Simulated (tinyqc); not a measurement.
Surface potential of a MOS transistor: implicit equation and explicit approximations: two steps of the calculation.

p-type body, charge-sheet picture, depletion and inversion only, full ionisation (an idealisation for deep acceptors), Boltzmann statistics (rough once Na exp(x - xn) passes about Nc/7). In units of Vt: xg = (Vg - Vfb)/Vt, x = psi/Vt, G = gamma/sqrt(Vt), xn = (2 phiF + Vc)/Vt. The implicit equation is (xg - x)^2 = G^2 [x - 1 + exp(x - xn)] for x above about 3. Cox = eps0 eox/tox.

Values chosen for this exercise; band and dielectric values close to those of silicon:
```
symbol    value   unit                                                                 meaning
T           350      K                                                             temperature
Eg         1.11     eV                                                                band gap
eps_r      11.9                                                          relative permittivity
Nc      3.58e19  cm^-3                                  conduction-band density of states at T
Nv      3.33e19  cm^-3                                     valence-band density of states at T
eox         3.9         relative permittivity of the gate insulator (close to silicon dioxide)
tox         2.9     nm                                                     insulator thickness
Na       2.4e17  cm^-3                                                        acceptor density
Vfb       -0.41      V                                                       flat-band voltage
Vc          0.2      V                                                    channel-body voltage
Vg         0.94      V                                                       gate-body voltage
```

Constants: q = 1.602176634e-19 C, kB = 1.380649e-23 J/K, Vt = kB T/q, eps0 = 8.8541878128e-14 F/cm where lengths are in cm. Results are converted to the units shown.

Task 1. Scales. ni = sqrt(Nc Nv) exp(-Eg/(2 Vt)), Eg in volts; phiF = Vt ln(Na/ni); gamma = sqrt(2 q eps0 eps_r Na)/Cox; VT = Vfb + Vt (xn + G sqrt(xn - 1)).

Find: phiF; gamma; G; xn; VT; xg.

Result 1.

phiF = 0.4051 V
gamma = 0.2391 V^0.5
G = 1.377
xn = 33.50
VT = 0.8369 V
xg = 44.76

Task 2. New x. D = exp(x - xn), f = (xg - x)^2 - G^2 (x - 1 + D), f' = -2 (xg - x) - G^2 (1 + D), x(new) = x - f/f'.

x at the start = 36.07
G = 1.3765369
xn = 33.496316
xg = 44.760284

Give: D; f; f'; x after iteration 1.

Result 2.

D = 13.11
f = -15.78
f' = -44.12
x after iteration 1 = 35.71

Numbers from tinyqc (`OMP_NUM_THREADS=1 python tinyqc.py 2122151 2122152 out.jsonl`; about 0.01 s on one thread of a shared Intel Xeon 2.30GHz).
